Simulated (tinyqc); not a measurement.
# One-dimensional ballistic tunnel FET, two-band WKB, step by step

Numbers from tinyqc (`OMP_NUM_THREADS=1 python tinyqc.py 2620035 2620036 out.jsonl`; about 0.01 s on one thread of a shared Intel Xeon 2.30GHz). Printed values are rounded.

A p-type source for x < 0 with its Fermi level at 0 and its valence edge at ds; in the channel the bands fall as D exp(-x/lam) towards their flat values, with the conduction edge at Ec = ds - dP and D = dP + Eg. The gate moves dP one to one. The drain Fermi level lies at -Vd and the drain side reflects nothing. For w = E - Ec between 0 and dP an electron crosses the gap. Two-band dispersion with equal masses m: inside the gap kappa = sqrt(m u (1 - u/Eg)/C), u the distance from a band edge, C = hbar^2/(2 m0).

Parameters, values chosen for the exercise; band and dielectric values those of a made-up semiconductor:
```
symbol,value,unit,meaning
T,300,K,temperature
Eg,0.603,eV,band gap
m,0.049,m0,band-edge mass of the two-band model
lam,4.6,nm,screening length of the source junction
ds,0.09,eV,source valence edge above the source Fermi level
Vd,0.1,V,drain bias
g,2,,number of degenerate subbands (spin apart)
dP,0.44,eV,tunnelling window Ev(source) - Ec(channel)
w0,0.22,eV,energy above the channel conduction edge
nc,6,,cells of the path
nE,9,,points of the energy grid
```

Constants: q = 1.602176634e-19 C, kB = 1.380649e-23 J/K, hbar = 1.054571817e-34 J s, h = 6.62607015e-34 J s, m0 = 9.1093837015e-31 kg, Vt = kB T/q, hbar^2/(2 m0) = 0.0380998212 eV nm^2. Results are converted to the units shown.

## The path through the gap by the midpoint rule

At w = w0 the path runs from xa = lam ln(D/(w + Eg)) to xb = lam ln(D/w); u(x) = w + Eg - D exp(-x/lam) is the height above the valence edge. Cut it into nc equal cells: S = 2 (cell width) times the sum of kappa at the centres.

xa = 1.089741 nm
xb = 7.158653 nm

```
cell,x (nm),u (eV),kappa (1/nm)
0,1.595484,0.0856873,0.3074770
1,2.606969,0.2312265,0.4281894
2,3.618454,0.3480375,0.4350399
3,4.629940,0.4417910,0.3897454
4,5.641425,0.5170384,0.3078872
5,6.652910,0.5774326,0.1774484
```

S = 4.138568

## The exponent in closed form

S(w) = 2 lam int_0^Eg kappa(u) du/(w + Eg - u) = 2 pi lam sqrt(m/(C Eg)) [w + Eg/2 - sqrt(w (w + Eg))], T(w) = exp(-S). The common triangular estimate is S = (4/3) lam sqrt(m/C) Eg^1.5/(dP + Eg) for all w.

S(w0) = 4.051679
T(w0) = 0.01739315
triangular S = 3.122661

The midpoint value is 2.1 % above the closed form, and the triangular estimate 23 % below it.

## Current on a coarse grid

S(w) = 2 lam int_0^Eg kappa(u) du/(w + Eg - u) = 2 pi lam sqrt(m/(C Eg)) [w + Eg/2 - sqrt(w (w + Eg))], T(w) = exp(-S). I = g (2 q^2/h) int_0^dP T(w) [f(E) - f(E + Vd)] dw, E = ds - dP + w, f(x) = 1/(1 + exp(x/Vt)). Simpson's rule on nE equally spaced points.

```
point,w (eV),T(w),difference of the f
0,0.0000000,2.971859e-6,6.179957e-5
1,0.0550000,8.956343e-4,5.184871e-4
2,0.1100000,0.003893848,0.004334755
3,0.1650000,0.009417775,0.03520754
4,0.2200000,0.01739315,0.2320800
5,0.2750000,0.02751285,0.6724320
6,0.3300000,0.03939166,0.6409735
7,0.3850000,0.05264581,0.1998726
8,0.4400000,0.06692862,0.02920492
```

I = 0.5056344 uA

A converged quadrature gives 0.5105 uA; this grid is 0.96 % below that.
